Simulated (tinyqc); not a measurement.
# Site energy and hopping from one surface Green function

Problem. A semi-infinite chain with site energy e0 and hopping -t has g_s = 1/(E - e0 - t^2 g_s). Inside the band |g_s| = 1/t and Re g_s = (E - e0)/(2 t^2). Find t and e0.

g_s at E = 0.17 eV = 0.8750000-1.4185037i 1/eV

Solution. t = 1/|g_s|, and e0 = E - 2 t^2 Re g_s.

t = 0.6000 eV
e0 = -0.4600 eV

Program tinyqc, `OMP_NUM_THREADS=1 python tinyqc.py 2680103 2680104 out.jsonl`; Intel Xeon 2.30GHz, shared host, one thread, about 0.1 s.
